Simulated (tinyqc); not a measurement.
Speciation in dilute and buffered hydrofluoric acid, oxide etch rate and bath loading: one step, computed by the program tinyqc. Command: `OMP_NUM_THREADS=1 python tinyqc.py 3121314 3121315 out.jsonl hfetch walk`. One thread of a shared host (Intel(R) Xeon(R) Processor @ 2.30GHz), about 0.01 s of CPU time with the checks.

Concentrations stand for activities, NH4+ and Cl- are spectators, and water ionisation is neglected. H, F and HF2 denote the ions H+, F- and HF2-. The base temperature is 298 K.

Task: One trial. Fluoride balance: [HF] + [F] + 2 [HF2] + 2 [H2F2] = HF added + NH4F added. Acid balance: [H] + [HF] + [HF2] + 2 [H2F2] = HF added + HCl added. For a trial [H], [HF] = [H][F]/K1, and the fluoride balance is a quadratic in [F]. Take pH = 3. The residual is the left side of the acid balance less the right.

Inputs (values chosen for the exercise, of the order of those for thermal oxide at room temperature):

| quantity | value | unit |
|---|---|---|
| HF added | 0.69 | mol/L |
| NH4F added | 0 | mol/L |
| HCl added | 0 | mol/L |
| K1 = [H][F]/[HF] | 0.000633 | mol/L |
| K2 = [HF2]/([HF][F]) | 3.37 | L/mol |
| K3 = [H2F2]/[HF]^2 | 0 | L/mol |

Give: [F]; [HF]; [HF2]; [H2F2]; residual.

Result:

[F] = 0.16078 mol/L

[HF] = 0.25399 mol/L

[HF2] = 0.13762 mol/L

[H2F2] = 0 mol/L

residual = -0.29739 mol/L

The residual is negative, so the pH lies below 3.
